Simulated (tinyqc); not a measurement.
# A clean chain and dephasing by Buettiker voltage probes: resistance against length

Sites 1 to 6 form a chain with hopping -t. Lead L joins site 1 and lead R site 6, both semi-infinite chains with hopping -t and site energy 0. Every site carries a probe with self-energy -i Gamma_p/2 that draws no net current. Linear response at zero temperature: mu_L = 1, mu_R = 0 in units of the bias.

Sigma = t^2 g(E), g(x) = (x - i sqrt(4 t^2 - x^2))/(2 t^2) for |x| < 2 t and (x - sign(x) sqrt(x^2 - 4 t^2))/(2 t^2) otherwise; Gamma = -2 Im Sigma; G = (E - H - Sigma_L - Sigma_R + i Gamma_p/2)^(-1). With Gamma the broadening by one lead, T_RL = Gamma^2 |G_(last,1)|^2, T_pL = Gamma Gamma_p |G_(p,1)|^2, T_pR = Gamma Gamma_p |G_(p,last)|^2, T_pq = Gamma_p^2 |G_(p,q)|^2 for p != q. No current into probe p: W mu = T_pL with W_pp = T_pL + T_pR + sum_q T_pq and W_pq = -T_pq. Then T_eff = T_RL + sum_p T_pR mu_p, and the resistance is (h/2q^2)/T_eff. Without probes means Gamma_p = 0. The list U is repeated k times, each site with its probe.

Values chosen for this exercise: hopping (matrix element -t) t = 1 eV; site energies 1 to N U = [0, 0, 0, 0, 0, 0] eV; Fermi energy E = 0.03 eV; probe broadening Gamma_p gp = 0.53 eV.

Constants: q = 1.602176634e-19 C, h = 6.62607015e-34 J s. Results are converted to the units shown.

The same in every row: T without probes = 1.000.

Results:

| k | sites | T_eff | resistance (kohm) |
|---|---|---|---|
| 1 | 6 | 0.5534 | 23.32 |
| 2 | 12 | 0.3835 | 33.65 |
| 3 | 18 | 0.2934 | 43.99 |
| 6 | 36 | 0.1720 | 75.04 |
| 8 | 48 | 0.1348 | 95.75 |
| 12 | 72 | 0.09410 | 137.2 |
| 16 | 96 | 0.07228 | 178.6 |

Estimate the missing row, k = 4.

Computed row:

| k | sites | T_eff | resistance (kohm) |
|---|---|---|---|
| 4 | 24 | 0.2375 | 54.34 |

With this row back in the table: The resistance rises from 23.3 to 179 kohm, by 1.73 kohm a site between k = 8 and 12 and 1.73 between 12 and 16: Ohm's law, R = R0 + rho N with the extrapolated intercept R0 = 12.9 kohm (h/2q^2 = 12.91 kohm) and a back-scattering length (h/2q^2)/rho of 7.48 sites.

Numbers from tinyqc (`OMP_NUM_THREADS=1 python tinyqc.py 2700015 2700016 out.jsonl`; about 0.01 s on one thread of a shared Intel Xeon 2.30GHz).
